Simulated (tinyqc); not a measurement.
Conductance of a narrow metal strip with scatterers (square lattice, Green functions): sweeps and comparisons. A value that a table varies takes the place of the one given here.

A strip of W sites across with hard walls, site energy 0 and hopping -t. Mode n = 1 to W has profile chi_n(j) = sqrt(2/(W + 1)) sin(n j pi/(W + 1)) and energy en = -2t cos(n pi/(W + 1)); E = en - 2t cos(kn a). With z_n = exp(i kn a) (Im k > 0 for closed modes, |z| < 1) each lead gives the self-energy -t z_n in mode n. One column carries the site energies v, here a notch at the edge (a site raised out of reach). In the mode basis V_nm = sum_j chi_n(j) v_j chi_m(j), G = (E - en + 2 t z_n - V)^-1, and t_nm = 2t sqrt(sin(kn a) sin(km a)) G_nm in size for open modes. T = sum |t_nm|^2, conductance (2e^2/h) T.

Constants: e^2/h = 3.874045865e-05 S.

Values chosen for the exercise (hopping and spacing of the size met in Cu or Al; the lattice is a model; shifted at random, so the results belong to these values and not to a real crystal): t = 1.48 eV (hopping); W = 5 (sites across); v = (50, 0, 0, 0, 0) eV (site energies in the scattering column); a = 2.61 angstrom (spacing); E = 0.01 eV (Fermi energy).

## Conductance steps with and without the scatterer

E is varied across the lower half of the band.

Against energy:

| E/t | E (eV) | open modes | T | reflected |
|---|---|---|---|---|
| -3.30 | -4.884 | 1 | 0.9792 | 0.0208 |
| -2.95 | -4.366 | 2 | 1.1680 | 0.8320 |
| -2.65 | -3.922 | 2 | 1.5945 | 0.4055 |
| -2.30 | -3.404 | 2 | 1.8189 | 0.1811 |
| -1.95 | -2.886 | 3 | 2.0327 | 0.9673 |
| -1.65 | -2.442 | 3 | 2.1592 | 0.8408 |
| -1.30 | -1.924 | 3 | 2.3520 | 0.6480 |
| -0.95 | -1.406 | 4 | 3.0068 | 0.9932 |
| -0.65 | -0.962 | 4 | 3.0261 | 0.9739 |
| -0.30 | -0.444 | 4 | 3.1980 | 0.8020 |
| 0.05 | 0.074 | 5 | 4.0022 | 0.9978 |

The clean strip goes from 1 to 5 open modes. The reflected flux ranges from 0.021 (E/t = -3.3) to 0.998 (E/t = 0.05). A scatterer on one site acts on one combination of modes only, so it can reflect at most one unit.

## The same scatterer in wider strips

Width (W + 1) a; the strength is the entry of v largest in size. The notch stays one site deep. Added resistance (1/T - 1/M)/(2 e^2/h), M the number of open modes.

Against width:

| W | width (angstrom) | M | T | T/M | added resistance (ohm) |
|---|---|---|---|---|---|
| 3 | 10.4 | 3 | 2.0024 | 0.6675 | 2143.3 |
| 4 | 13.1 | 4 | 3.0023 | 0.7506 | 1072.2 |
| 5 | 15.7 | 5 | 4.0023 | 0.8005 | 643.5 |
| 6 | 18.3 | 6 | 5.0022 | 0.8337 | 429.1 |
| 8 | 23.5 | 8 | 7.0022 | 0.8753 | 229.9 |
| 10 | 28.7 | 10 | 9.0022 | 0.9002 | 143.1 |
| 14 | 39.1 | 14 | 13.0022 | 0.9287 | 70.7 |
| 20 | 54.8 | 20 | 19.0022 | 0.9501 | 33.9 |

The added resistance is 2143 ohm at W = 3 and 33.9 at W = 20; from W = 10 to 20 it changes by a factor 0.24, where 1/M gives 0.50 and 1/M^2 gives 0.25. A point scatterer removes at most one unit of M (here 1.00 to 1.00), so its resistance is at most 1/(M (M - 1)) in units of h/2e^2, without bound for M = 1, with jumps where modes open or where the site sits near a node of the open modes; the largest value is at W = 3 (2143 ohm).

## What each change does

Open modes M, T and the added resistance (1/T - 1/M)/(2 e^2/h). Each row changes one parameter from the base and keeps the others.

Results:

| case | M | T | added resistance (ohm) |
|---|---|---|---|
| base | 5 | 4.0023 | 643 |
| t = 1.539 eV | 5 | 4.0024 | 643 |
| E = 0.13 eV | 5 | 4.0022 | 644 |
| v = (50, 50, 0, 0, 0) eV | 5 | 3.0037 | 1716 |

The largest shifts from the base row, up to three for each result and ties (the steps differ in size, so this ranks the rows, not the parameters). M: unchanged at the printed digits by t, E and v. T: v -0.9986, t +0.0002, E -0.0001. added resistance (ohm): v +1072, E +0; unchanged at the printed digits by t.

(tinyqc, `OMP_NUM_THREADS=1 python tinyqc.py 1450405 1450406 out.jsonl`, Intel(R) Xeon(R) Processor @ 2.30GHz, 1 thread, shared host, about 0.01 s.)
